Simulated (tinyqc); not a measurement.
Inside a calculation: recursion (Haydock) method for the local density of states: surface site of a square lattice. Values are carried at full precision from step to step, so a last printed digit may differ when a step is redone from the rounded ones.

One orbital a site at energy 0, hopping -t to the 4 nearest neighbours of a square lattice; the start u0 is a site in the outermost layer of a half crystal, with energy V. Recursion: a_n = <u_n|H|u_n>, b_(n+1) u_(n+1) = (H - a_n) u_n - b_n u_(n-1), b > 0. G(z) = 1/(z - a0 - b1^2/(z - a1 - b2^2/(...))), z = E + i eta. After n levels the tail is b_n^2 T with the square-root terminator T = (z - sqrt(z - 2b) sqrt(z + 2b))/(2 b^2), b = 2t so that the band edges lie at -/+ 4t.

Inputs chosen for the exercise:
- t = 0.52 eV (hopping)
- V = 0 eV (shift of the starting site)
- n = 4 (levels kept)
- E = 0.08 eV (energy)
- eta = 0.026 eV (broadening)

## The coefficients

Carry the recursion for n levels; the lattice is large enough that no wall but the surface is met.

Coefficients:
```
n,a_n (eV),b_(n+1) (eV),b_(n+1)^2/t^2
0,0.0000,0.90067,3.0000
1,0.0000,0.99572,3.6667
2,0.0000,1.01205,3.7879
3,0.0000,1.02447,3.8815
```

b1^2/t^2 = 3 counts the neighbours of the start. All a_n vanish because the lattice is bipartite and V = 0. The b_n tend to a quarter of the band width, 1.040 eV.

## Moments from the coefficients

For a1 = a2 = 0: mu1 = a0, mu2 = a0^2 + b1^2, mu3 = a0^3 + 2 a0 b1^2, mu4 = a0^4 + 3 a0^2 b1^2 + b1^4 + b1^2 b2^2.

mu1 to mu4 (eV^n): 0.000  0.811  0.000  1.462

mu4/t^4 = 20 is the number of closed walks of four steps.

## The continued fraction at one energy

Start from the terminator and work up: G_i = 1/(z - a_i - S_i), S_i = b_(i+1)^2 G_(i+1), with T in place of G_n. The density is -Im G_0/pi.

Levels of the fraction:
```
i,S_i (eV),G_i (1/eV)
3,0.0383-0.9959i,0.0398-0.9769i
2,0.0408-1.0006i,0.0371-0.9726i
1,0.0368-0.9643i,0.0439-1.0078i
0,0.0356-0.8176i,0.0622-1.1822i
```

local density of states = 0.3763 1/eV

A direct sum over the zone gives 0.3810 1/eV at the same z; 4 levels miss it by -1.2 %.

## Checks

- G from 10 levels against a direct sum over the zone at E = 3.3280 eV, above the band (1/eV): both 0.32710.

Program tinyqc; command `OMP_NUM_THREADS=1 python tinyqc.py 1450203 1450204 out.jsonl`; about 0.01 s on one thread of a shared Intel(R) Xeon(R) Processor @ 2.30GHz.
